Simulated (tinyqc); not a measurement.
What each parameter does: polar nitride quantum well with polarisation fields.

Growth along [0001]. e_par = (a_sub - a)/a, Ppz = 2 e_par (e31 - e33 C13/C33), P = Psp + Ppz in each layer; strain relaxation and the strain shift of the gaps are left out, although thick layers with more than about 1 % mismatch would relax.

In a periodic stack without free charge the potential drop over a period vanishes: F_w = (P_b - P_w) Lb/(eps0 (eps_w Lb + eps_b Lw)), F_b = -F_w Lw/Lb, eps0 = 8.8541878e-12 F/m; 1 MV/cm = 1e8 V/m = 0.01 V/angstrom.

Envelope functions on cells of 0.25 angstrom over barrier, well, barrier (widths Lb, Lw, Lb), psi = 0 beyond, psi'/m continuous (mean mass between points), c = hbar^2/2m0. With u(z) the integral of e F (F_w in the well, F_b = -F_w Lw/Lb in the barriers, 1 MV/cm = 0.01 V/angstrom), zero at the centre of the well, the electron sees u plus Vc in the barriers and the hole -u plus Vv. The transition is Eg + E_e + E_h; excitons are left out.

Constants: hbar^2/2m0 = 3.80998211 eV angstrom^2; hc = 1239.841984 eV nm.

Inputs chosen for the exercise (near those of a GaN well in AlN; not measured data): a_w = 3.189 angstrom (lattice constant a, well); a_b = 3.112 angstrom (lattice constant a, barrier); a_sub = 3.112 angstrom (in-plane lattice constant of the stack); Psp_w = -0.0344 C/m^2 (spontaneous polarisation); Psp_b = -0.0892 C/m^2 (spontaneous polarisation); e31_w = -0.325 C/m^2; e31_b = -0.55 C/m^2; e33_w = 0.689 C/m^2; e33_b = 1.473 C/m^2; C_w = 0.266 (C13/C33); C_b = 0.289 (C13/C33); eps_w = 10.3 (dielectric constant); eps_b = 10.2 (dielectric constant); Lw = 37 angstrom (well width); Lb = 105 angstrom (barrier width); Eg = 3.44 eV (gap of the well); Vc = 1.85 eV (conduction offset); Vv = 0.87 eV (valence offset); me = 0.2 m0 (electron, well); meb = 0.32 m0 (electron, barrier); mh = 1.7 m0 (hole, everywhere).

Polarisation, field, levels and overlap anew.

One parameter was then changed.

Results before and after:

| case | F_w (MV/cm) | E (eV) | overlap^2 | red shift (meV) |
|---|---|---|---|---|
| base | -6.450 | 2.1840 | 0.00016 | 1362 |
| changed | -6.700 | 2.1156 | 0.00012 | 1430 |

Which of these changes was made? (a) Psp_b = -0.0981 C/m^2; (b) e33_w = 0.758 C/m^2; (c) a_sub = 3.122 angstrom; (d) Lw = 42 angstrom; (e) mh = 1.19 m0; (f) Vc = 1.573 eV; (g) eps_w = 11.3; (h) Lb = 90 angstrom.

Answer: (c) a_sub = 3.122 angstrom. Of the candidates, run in turn, only this one gives the changed row.

All candidates:

| case | F_w (MV/cm) | E (eV) | overlap^2 | red shift (meV) |
|---|---|---|---|---|
| base | -6.450 | 2.1840 | 0.00016 | 1362 |
| Lw = 42 angstrom | -6.232 | 1.9319 | 1.4e-05 | 1594 |
| Lb = 90 angstrom | -6.183 | 2.2568 | 0.00021 | 1289 |
| a_sub = 3.122 angstrom | -6.700 | 2.1156 | 0.00012 | 1430 |
| Psp_b = -0.0981 C/m^2 | -7.173 | 1.9852 | 7.0e-05 | 1561 |
| e33_w = 0.758 C/m^2 | -6.522 | 2.1643 | 0.00014 | 1382 |
| eps_w = 11.3 | -6.017 | 2.3009 | 0.00026 | 1245 |
| mh = 1.19 m0 | -6.450 | 2.2239 | 0.00026 | 1327 |
| Vc = 1.573 eV | -6.450 | 2.1636 | 0.00013 | 1380 |

Computed by tinyqc, a small Python program: `OMP_NUM_THREADS=1 python tinyqc.py 1282782 1282783 out.jsonl` (the numbers bound the seed that draws the inputs); one thread of a shared host (Intel(R) Xeon(R) Processor @ 2.30GHz), about 0.05 s for the whole set of steps.
